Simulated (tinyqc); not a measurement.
Worked calculation (part 1 of 2): RKS/BLYP in the sto-3g basis, for BeH2, spin multiplicity 1. Computed by tinyqc, a small Python program that keeps every step (integrals from PySCF). Settings: charge = 0, multiplicity = 1, basis = sto-3g, energy threshold = 1e-09, iteration cap = 54, orthogonalisation = symmetric, start = highest core orbitals, DIIS depth = 8, method = RKS, functional = blyp, grid = [30, 14]. Command: `OMP_NUM_THREADS=1 python tinyqc.py 30000 30001 out.jsonl` (the two numbers bound the seeds that draw the settings). One thread of a shared host (Intel(R) Xeon(R) Processor @ 2.60GHz), about 0.8 s of CPU time with the checks. Later iterations appear only in the table of the cycle.

## One-electron integrals

Geometry (angstrom):

| atom | x | y | z |
|---|---|---|---|
| Be | 0.00000 | 0.00000 | 0.00000 |
| H | 0.00000 | 1.37900 | 0.00000 |
| H | 0.00000 | -1.37900 | 0.00000 |

Basis sto-3g: exponents (1/bohr^2) and contraction coefficients of normalised primitives:

| element | l (shell) | exponent | coefficient |
|---|---|---|---|
| Be | s (1) | 30.16787 | 0.15433 |
| Be | s (1) | 5.49512 | 0.53533 |
| Be | s (1) | 1.48719 | 0.44463 |
| Be | s (2) | 1.31483 | -0.09997 |
| Be | s (2) | 0.30554 | 0.39951 |
| Be | s (2) | 0.09937 | 0.70012 |
| Be | p (3) | 1.31483 | 0.15592 |
| Be | p (3) | 0.30554 | 0.60768 |
| Be | p (3) | 0.09937 | 0.39196 |
| H | s (1) | 3.42525 | 0.15433 |
| H | s (1) | 0.62391 | 0.53533 |
| H | s (1) | 0.16886 | 0.44463 |

Overlap, kinetic and nuclear-attraction integrals over the contracted functions; the nuclear repulsion is the sum of Za Zb / Rab.

nuclear repulsion = 3.2617885 hartree

overlap S, lower triangle:
```
          1Be 1s   1Be 2s  1Be 2px   1Be 2py  1Be 2pz    2H 1s    3H 1s
1Be 1s   1.00000
1Be 2s   0.25952  1.00000
1Be 2px  0.00000  0.00000  1.00000
1Be 2py  0.00000  0.00000  0.00000   1.00000
1Be 2pz  0.00000  0.00000  0.00000   0.00000  1.00000
2H 1s    0.06376  0.44428  0.00000   0.51466  0.00000  1.00000
3H 1s    0.06376  0.44428  0.00000  -0.51466  0.00000  0.03004  1.00000
```

kinetic energy T (hartree), lower triangle:
```
           1Be 1s   1Be 2s  1Be 2px   1Be 2py  1Be 2pz     2H 1s    3H 1s
1Be 1s    6.69397
1Be 2s   -0.03301  0.21111
1Be 2px   0.00000  0.00000  0.66059
1Be 2py   0.00000  0.00000  0.00000   0.66059
1Be 2pz   0.00000  0.00000  0.00000   0.00000  0.66059
2H 1s    -0.01583  0.06320  0.00000   0.18102  0.00000   0.76003
3H 1s    -0.01583  0.06320  0.00000  -0.18102  0.00000  -0.00873  0.76003
```

nuclear attraction V (hartree), lower triangle:
```
            1Be 1s    1Be 2s   1Be 2px   1Be 2py   1Be 2pz     2H 1s     3H 1s
1Be 1s   -15.32857
1Be 2s    -2.09842  -3.03597
1Be 2px    0.00000   0.00000  -2.94290
1Be 2py    0.00000   0.00000   0.00000  -3.16723
1Be 2pz    0.00000   0.00000   0.00000   0.00000  -2.94290
2H 1s     -0.51435  -1.29771   0.00000  -1.46932   0.00000  -2.94309
3H 1s     -0.51435  -1.29771   0.00000   1.46932   0.00000  -0.10289  -2.94309
```

core Hamiltonian H = T + V (hartree), lower triangle:
```
           1Be 1s    1Be 2s   1Be 2px   1Be 2py   1Be 2pz     2H 1s     3H 1s
1Be 1s   -8.63460
1Be 2s   -2.13143  -2.82486
1Be 2px   0.00000   0.00000  -2.28231
1Be 2py   0.00000   0.00000   0.00000  -2.50664
1Be 2pz   0.00000   0.00000   0.00000   0.00000  -2.28231
2H 1s    -0.53018  -1.23451   0.00000  -1.28829   0.00000  -2.18306
3H 1s    -0.53018  -1.23451   0.00000   1.28829   0.00000  -0.11162  -2.18306
```

## Two-electron integrals

Functions are numbered as in S; the eight-fold symmetry (ij|kl) = (ji|kl) = (kl|ij) leaves the list below.

Two-electron integrals (ij|kl) in chemists' order, unique and non-zero (hartree):
```
(11|11) 2.29883    (21|11) 0.39204    (21|21) 0.07954    (22|11) 0.57099
(22|21) 0.14304    (22|22) 0.41768    (31|31) 0.01461    (32|31) 0.02189
(32|32) 0.09226    (33|11) 0.56958    (33|21) 0.14308    (33|22) 0.41759
(33|33) 0.44986    (41|41) 0.01461    (42|41) 0.02189    (42|42) 0.09226
(43|43) 0.02425    (44|11) 0.56958    (44|21) 0.14308    (44|22) 0.41759
(44|33) 0.40136    (44|44) 0.44986    (51|51) 0.01461    (52|51) 0.02189
(52|52) 0.09226    (53|53) 0.02425    (54|54) 0.02425    (55|11) 0.56958
(55|21) 0.14308    (55|22) 0.41759    (55|33) 0.40136    (55|44) 0.40136
(55|55) 0.44986    (61|11) 0.09528    (61|21) 0.01932    (61|22) 0.03500
(61|33) 0.03475    (61|41) 0.00173    (61|42) 0.00324    (61|44) 0.03553
(61|55) 0.03475    (61|61) 0.00492    (62|11) 0.21543    (62|21) 0.05467
(62|22) 0.17197    (62|33) 0.16564    (62|41) 0.00719    (62|42) 0.04269
(62|44) 0.18447    (62|55) 0.16564    (62|61) 0.01468    (62|62) 0.10238
(63|31) 0.00522    (63|32) 0.02391    (63|43) 0.00755    (63|63) 0.00987
(64|11) 0.22562    (64|21) 0.05799    (64|22) 0.19141    (64|33) 0.18008
(64|41) 0.01175    (64|42) 0.06671    (64|44) 0.21389    (64|55) 0.18008
(64|61) 0.01634    (64|62) 0.13006    (64|64) 0.17135    (65|51) 0.00522
(65|52) 0.02391    (65|54) 0.00755    (65|65) 0.00987    (66|11) 0.38067
(66|21) 0.09840    (66|22) 0.34544    (66|33) 0.32033    (66|41) 0.01576
(66|42) 0.11869    (66|44) 0.39538    (66|55) 0.32033    (66|61) 0.02723
(66|62) 0.25721    (66|64) 0.34799    (66|66) 0.77461    (71|11) 0.09528
(71|21) 0.01932    (71|22) 0.03500    (71|33) 0.03475    (71|41) -0.00173
(71|42) -0.00324   (71|44) 0.03553    (71|55) 0.03475    (71|61) 0.00449
(71|62) 0.01238    (71|64) 0.01261    (71|66) 0.02194    (71|71) 0.00492
(72|11) 0.21543    (72|21) 0.05467    (72|22) 0.17197    (72|33) 0.16564
(72|41) -0.00719   (72|42) -0.04269   (72|44) 0.18447    (72|55) 0.16564
(72|61) 0.01238    (72|62) 0.05494    (72|64) 0.05535    (72|66) 0.10243
(72|71) 0.01468    (72|72) 0.10238    (73|31) 0.00522    (73|32) 0.02391
(73|43) -0.00755   (73|63) 0.00429    (73|73) 0.00987    (74|11) -0.22562
(74|21) -0.05799   (74|22) -0.19141   (74|33) -0.18008   (74|41) 0.01175
(74|42) 0.06671    (74|44) -0.21389   (74|55) -0.18008   (74|61) -0.01261
(74|62) -0.05535   (74|64) -0.05329   (74|66) -0.10139   (74|71) -0.01634
(74|72) -0.13006   (74|74) 0.17135    (75|51) 0.00522    (75|52) 0.02391
(75|54) -0.00755   (75|65) 0.00429    (75|75) 0.00987    (76|11) 0.01895
(76|21) 0.00469    (76|22) 0.01319    (76|33) 0.01298    (76|44) 0.01360
(76|55) 0.01298    (76|61) 0.00115    (76|62) 0.00558    (76|64) 0.00631
(76|66) 0.01151    (76|71) 0.00115    (76|72) 0.00558    (76|74) -0.00631
(76|76) 0.00042    (77|11) 0.38067    (77|21) 0.09840    (77|22) 0.34544
(77|33) 0.32033    (77|41) -0.01576   (77|42) -0.11869   (77|44) 0.39538
(77|55) 0.32033    (77|61) 0.02194    (77|62) 0.10243    (77|64) 0.10139
(77|66) 0.19184    (77|71) 0.02723    (77|72) 0.25721    (77|74) -0.34799
(77|76) 0.01151    (77|77) 0.77461
```

## Orthogonalisation

S = U s U^T; symmetric (Loewdin) form X = U s^(-1/2) U^T, so that X^T S X = 1.

eigenvalues of S: 0.25699  0.36110  0.94111  1.00000  1.00000  1.71298  1.72782

X, lower triangle:
```
           1Be 1s    1Be 2s  1Be 2px   1Be 2py  1Be 2pz     2H 1s    3H 1s
1Be 1s    1.02847
1Be 2s   -0.15314   1.24025
1Be 2px   0.00000   0.00000  1.00000
1Be 2py   0.00000   0.00000  0.00000   1.35588
1Be 2pz   0.00000   0.00000  0.00000   0.00000  1.00000
2H 1s     0.01896  -0.29892  0.00000  -0.42720  0.00000   1.28390
3H 1s     0.01896  -0.29892  0.00000   0.42720  0.00000  -0.09691  1.28390
```

## Starting guess

The start is the highest orbitals of the core Hamiltonian (a deliberately bad start); D = 2 C_occ C_occ^T.

D at the start, lower triangle:
```
           1Be 1s    1Be 2s   1Be 2px   1Be 2py  1Be 2pz     2H 1s    3H 1s
1Be 1s    0.03207
1Be 2s   -0.24321   1.84449
1Be 2px   0.00000   0.00000   0.04482
1Be 2py   0.00000   0.00000   0.00000   2.38628
1Be 2pz   0.00000   0.00000  -0.29603   0.00000  1.95518
2H 1s     0.22324  -1.69307   0.00000  -2.32823  0.00000   3.82565
3H 1s     0.22324  -1.69307   0.00000   2.32823  0.00000  -0.71751  3.82565
```

## Iteration 1: exchange-correlation on the grid

Becke grid with 30 radial and 14 angular points per atom, points of zero weight dropped. rho = sum D_ij phi_i phi_j; V_xc,ij = sum w v_xc phi_i phi_j plus the gradient terms; v_xc is d(rho eps)/d rho at fixed gradient.

The 12 grid points with the largest w rho, of 1222 (bohr, atomic units):

| x | y | z | w | rho | \|grad rho\|^2 | eps_xc | v_xc |
|---|---|---|---|---|---|---|---|
| 0.00000 | 0.00000 | 2.26758 | 1.76159 | 0.04202 | 0.00334 | -0.30417 | -0.36282 |
| 0.00000 | 0.00000 | -2.26758 | 1.76159 | 0.04202 | 0.00334 | -0.30417 | -0.36282 |
| 0.00000 | 0.00000 | 1.88452 | 1.06450 | 0.06773 | 0.00592 | -0.34507 | -0.42769 |
| 0.00000 | 0.00000 | -1.88452 | 1.06450 | 0.06773 | 0.00592 | -0.34507 | -0.42769 |
| 0.00000 | 0.00000 | 2.70470 | 2.85354 | 0.02178 | 0.00125 | -0.25757 | -0.29158 |
| 0.00000 | 0.00000 | -2.70470 | 2.85354 | 0.02178 | 0.00125 | -0.25757 | -0.29158 |
| 0.00000 | 0.00000 | 1.55026 | 0.62697 | 0.09594 | 0.00873 | -0.38060 | -0.48182 |
| 0.00000 | 0.00000 | -1.55026 | 0.62697 | 0.09594 | 0.00873 | -0.38060 | -0.48182 |
| 0.00000 | 0.00000 | 1.26028 | 0.35821 | 0.12342 | 0.00924 | -0.40850 | -0.52577 |
| 0.00000 | 0.00000 | -1.26028 | 0.35821 | 0.12342 | 0.00924 | -0.40850 | -0.52577 |
| 0.00000 | 0.00000 | 3.20220 | 4.54340 | 0.00936 | 0.00027 | -0.20770 | -0.22408 |
| 0.00000 | 0.00000 | -3.20220 | 4.54340 | 0.00936 | 0.00027 | -0.20770 | -0.22408 |

electrons on the grid, sum of w rho = 6.03664

E_xc = sum of w rho eps_xc = -2.3919243 hartree

V_xc (hartree), lower triangle:
```
           1Be 1s    1Be 2s   1Be 2px   1Be 2py   1Be 2pz     2H 1s     3H 1s
1Be 1s   -0.54436
1Be 2s   -0.13194  -0.33901
1Be 2px   0.00000   0.00000  -0.29282
1Be 2py   0.00000   0.00000   0.00000  -0.35442
1Be 2pz   0.00000   0.00000   0.01315   0.00000  -0.37146
2H 1s    -0.03176  -0.16636   0.00000  -0.20287   0.00000  -0.50902
3H 1s    -0.03176  -0.16636   0.00000   0.20287   0.00000  -0.01142  -0.50902
```

## Iteration 1: building the Kohn-Sham matrix

J_ij = sum D_kl (ij|kl); F = H + J + V_xc; E = tr D H + tr D J / 2 + E_xc + E_nn.

Coulomb J (hartree), lower triangle:
```
          1Be 1s   1Be 2s   1Be 2px   1Be 2py  1Be 2pz    2H 1s    3H 1s
1Be 1s   2.84493
1Be 2s   0.71838  2.25893
1Be 2px  0.00000  0.00000   2.14605
1Be 2py  0.00000  0.00000   0.00000   2.39130
1Be 2pz  0.00000  0.00000  -0.01436   0.00000  2.23870
2H 1s    0.17672  1.05290   0.00000   1.25181  0.00000  2.57809
3H 1s    0.17672  1.05290   0.00000  -1.25181  0.00000  0.07307  2.57809
```

Kohn-Sham matrix F (hartree), lower triangle:
```
           1Be 1s    1Be 2s   1Be 2px   1Be 2py   1Be 2pz     2H 1s     3H 1s
1Be 1s   -6.33403
1Be 2s   -1.54499  -0.90493
1Be 2px   0.00000   0.00000  -0.42908
1Be 2py   0.00000   0.00000   0.00000  -0.46976
1Be 2pz   0.00000   0.00000  -0.00121   0.00000  -0.41507
2H 1s    -0.38522  -0.34796   0.00000  -0.23935   0.00000  -0.11399
3H 1s    -0.38522  -0.34796   0.00000   0.23935   0.00000  -0.04997  -0.11399
```

total energy of this density = -3.2418961 hartree

## Iteration 1: diagonalisation and new density

Diagonalise F' = X^T F X, C = X C', fill 3 alpha and 3 beta electrons from the bottom; D = 2 C_occ C_occ^T. Each column has its largest component positive (the first on a tie).

F' = X^T F X (hartree), lower triangle:
```
          1         2         3         4         5         6        7
1  -6.26044
2  -0.64473  -0.53747
3   0.00000   0.00000  -0.42908
4   0.00000   0.00000   0.00000  -0.33240
5   0.00000   0.00000  -0.00121   0.00000  -0.41507
6  -0.09248  -0.19504   0.00000  -0.22562   0.00000   0.18408
7  -0.09248  -0.19504   0.00000   0.22562   0.00000  -0.08717  0.18408
```

orbital energies (hartree): MO1 -6.33618, MO2 -0.56668, MO3 -0.46979, MO4 -0.42918, MO5 -0.41496, MO6 0.20186, MO7 0.40863

coefficients C:
```
              MO1       MO2       MO3      MO4       MO5       MO6       MO7
1Be 1s    1.00529  -0.24828   0.00000  0.00000   0.00000   0.09835   0.00000
1Be 2s   -0.02423   1.01163   0.00000  0.00000   0.00000  -0.84640   0.00000
1Be 2px   0.00000   0.00000   0.00000  0.99635  -0.08538   0.00000   0.00000
1Be 2py   0.00000   0.00000   1.00640  0.00000   0.00000   0.00000   1.09112
1Be 2pz   0.00000   0.00000   0.00000  0.08538   0.99635   0.00000   0.00000
2H 1s     0.00643   0.02537  -0.00624  0.00000   0.00000   0.89079  -1.06573
3H 1s     0.00643   0.02537   0.00624  0.00000   0.00000   0.89079   1.06573
```

D after iteration 1, lower triangle:
```
           1Be 1s   1Be 2s  1Be 2px   1Be 2py  1Be 2pz    2H 1s    3H 1s
1Be 1s    2.14448
1Be 2s   -0.55104  2.04795
1Be 2px   0.00000  0.00000  0.00000
1Be 2py   0.00000  0.00000  0.00000   2.02570
1Be 2pz   0.00000  0.00000  0.00000   0.00000  0.00000
2H 1s     0.00033  0.05102  0.00000  -0.01256  0.00000  0.00145
3H 1s     0.00033  0.05102  0.00000   0.01256  0.00000  0.00129  0.00145
```

## Iteration 2: exchange-correlation on the grid

As before.

The 12 grid points with the largest w rho, of 1222 (bohr, atomic units):

| x | y | z | w | rho | \|grad rho\|^2 | eps_xc | v_xc |
|---|---|---|---|---|---|---|---|
| 0.00000 | -1.26028 | 0.00000 | 0.32915 | 0.14891 | 0.01411 | -0.43335 | -0.55849 |
| 0.00000 | 1.26028 | 0.00000 | 0.32915 | 0.14891 | 0.01411 | -0.43335 | -0.55849 |
| -1.08803 | 1.08803 | 1.08803 | 1.14923 | 0.04105 | 0.00324 | -0.30233 | -0.35994 |
| 1.08803 | -1.08803 | -1.08803 | 1.14923 | 0.04105 | 0.00324 | -0.30233 | -0.35994 |
| -1.08803 | 1.08803 | -1.08803 | 1.14923 | 0.04105 | 0.00324 | -0.30233 | -0.35994 |
| 1.08803 | -1.08803 | 1.08803 | 1.14923 | 0.04105 | 0.00324 | -0.30233 | -0.35994 |
| -1.08803 | -1.08803 | -1.08803 | 1.14923 | 0.04105 | 0.00324 | -0.30233 | -0.35994 |
| 1.08803 | 1.08803 | 1.08803 | 1.14923 | 0.04105 | 0.00324 | -0.30233 | -0.35994 |
| 1.08803 | 1.08803 | -1.08803 | 1.14923 | 0.04105 | 0.00324 | -0.30233 | -0.35994 |
| -1.08803 | -1.08803 | 1.08803 | 1.14923 | 0.04105 | 0.00324 | -0.30233 | -0.35994 |
| 0.00000 | -1.55026 | 0.00000 | 0.40554 | 0.11598 | 0.01168 | -0.40280 | -0.51321 |
| 0.00000 | 1.55026 | 0.00000 | 0.40554 | 0.11598 | 0.01168 | -0.40280 | -0.51321 |

electrons on the grid, sum of w rho = 6.06412

E_xc = sum of w rho eps_xc = -3.5754610 hartree

V_xc (hartree), lower triangle:
```
           1Be 1s    1Be 2s   1Be 2px   1Be 2py   1Be 2pz     2H 1s     3H 1s
1Be 1s   -1.51440
1Be 2s   -0.22350  -0.35859
1Be 2px   0.00000   0.00000  -0.33399
1Be 2py   0.00000   0.00000   0.00000  -0.39983
1Be 2pz   0.00000   0.00000   0.00000   0.00000  -0.33399
2H 1s    -0.05550  -0.15212   0.00000  -0.17145   0.00000  -0.30519
3H 1s    -0.05550  -0.15212   0.00000   0.17145   0.00000  -0.01222  -0.30519
```

## Iteration 2: building the Kohn-Sham matrix

As before.

Coulomb J (hartree), lower triangle:
```
          1Be 1s   1Be 2s  1Be 2px   1Be 2py  1Be 2pz    2H 1s    3H 1s
1Be 1s   6.85480
1Be 2s   1.34441  2.79470
1Be 2px  0.00000  0.00000  2.75777
1Be 2py  0.00000  0.00000  0.00000   2.85837
1Be 2pz  0.00000  0.00000  0.00000   0.00000  2.75777
2H 1s    0.32880  1.13954  0.00000   1.25917  0.00000  2.24312
3H 1s    0.32880  1.13954  0.00000  -1.25917  0.00000  0.09089  2.24312
```

Kohn-Sham matrix F (hartree), lower triangle:
```
           1Be 1s    1Be 2s  1Be 2px   1Be 2py  1Be 2pz     2H 1s     3H 1s
1Be 1s   -3.29420
1Be 2s   -1.01052  -0.38875
1Be 2px   0.00000   0.00000  0.14146
1Be 2py   0.00000   0.00000  0.00000  -0.04809
1Be 2pz   0.00000   0.00000  0.00000   0.00000  0.14146
2H 1s    -0.25688  -0.24708  0.00000  -0.20057  0.00000  -0.24512
3H 1s    -0.25688  -0.24708  0.00000   0.20057  0.00000  -0.03295  -0.24512
```

total energy of this density = -15.0845794 hartree

## Iteration 2: DIIS over 2 matrices

error matrix X^T (FDS - SDF) X:
```
          1         2        3         4        5         6         7
1   0.00000   0.06848  0.00000   0.00000  0.00000  -0.13953  -0.13953
2  -0.06848   0.00000  0.00000   0.00000  0.00000   0.31695   0.31695
3   0.00000   0.00000  0.00000   0.00000  0.00000   0.00000   0.00000
4   0.00000   0.00000  0.00000   0.00000  0.00000   0.53366  -0.53366
5   0.00000   0.00000  0.00000   0.00000  0.00000   0.00000   0.00000
6   0.13953  -0.31695  0.00000  -0.53366  0.00000   0.00000   0.00000
7   0.13953  -0.31695  0.00000   0.53366  0.00000   0.00000   0.00000
```

B (overlaps of the stored error matrices):
```
               1              2
1  6.5543003e-02  1.7097380e-01
2  1.7097380e-01  1.6282813e+00
```

Minimise |sum c_i e_i|^2 with sum c_i = 1: solve [B -1; -1 0][c; lambda] = [0; -1] with B_ij = tr e_i^T e_j, and take F = sum c_i F_i.

DIIS coefficients: 1.07799  -0.07799

extrapolated F (hartree), lower triangle:
```
           1Be 1s    1Be 2s   1Be 2px   1Be 2py   1Be 2pz     2H 1s     3H 1s
1Be 1s   -6.57110
1Be 2s   -1.58667  -0.94519
1Be 2px   0.00000   0.00000  -0.47357
1Be 2py   0.00000   0.00000   0.00000  -0.50264
1Be 2pz   0.00000   0.00000  -0.00130   0.00000  -0.45847
2H 1s    -0.39523  -0.35583   0.00000  -0.24238   0.00000  -0.10376
3H 1s    -0.39523  -0.35583   0.00000   0.24238   0.00000  -0.05130  -0.10376
```

## Iteration 2: diagonalisation and new density

As before.

F' = X^T F X (hartree), lower triangle:
```
          1         2         3         4         5         6        7
1  -6.49969
2  -0.64887  -0.57770
3   0.00000   0.00000  -0.47357
4   0.00000   0.00000   0.00000  -0.38163
5   0.00000   0.00000  -0.00130   0.00000  -0.45847
6  -0.09652  -0.19653   0.00000  -0.22015   0.00000   0.20085
7  -0.09652  -0.19653   0.00000   0.22015   0.00000  -0.08755  0.20085
```

orbital energies (hartree): MO1 -6.57407, MO2 -0.60246, MO3 -0.50396, MO4 -0.47369, MO5 -0.45836, MO6 0.21242, MO7 0.41074

coefficients C:
```
              MO1       MO2       MO3      MO4       MO5       MO6       MO7
1Be 1s    1.00608  -0.24754   0.00000  0.00000   0.00000   0.09191   0.00000
1Be 2s   -0.02787   1.03028   0.00000  0.00000   0.00000  -0.82348   0.00000
1Be 2px   0.00000   0.00000   0.00000  0.99635  -0.08538   0.00000   0.00000
1Be 2py   0.00000   0.00000   1.04101  0.00000   0.00000   0.00000  -1.05816
1Be 2pz   0.00000   0.00000   0.00000  0.08538   0.99635   0.00000   0.00000
2H 1s     0.00716   0.00540  -0.04054  0.00000   0.00000   0.89113   1.06498
3H 1s     0.00716   0.00540   0.04054  0.00000   0.00000   0.89113  -1.06498
```

D after iteration 2, lower triangle:
```
           1Be 1s   1Be 2s  1Be 2px   1Be 2py  1Be 2pz     2H 1s    3H 1s
1Be 1s    2.14693
1Be 2s   -0.56616  2.12452
1Be 2px   0.00000  0.00000  0.00000
1Be 2py   0.00000  0.00000  0.00000   2.16739
1Be 2pz   0.00000  0.00000  0.00000   0.00000  0.00000
2H 1s     0.01174  0.01074  0.00000  -0.08441  0.00000   0.00345
3H 1s     0.01174  0.01074  0.00000   0.08441  0.00000  -0.00313  0.00345
```
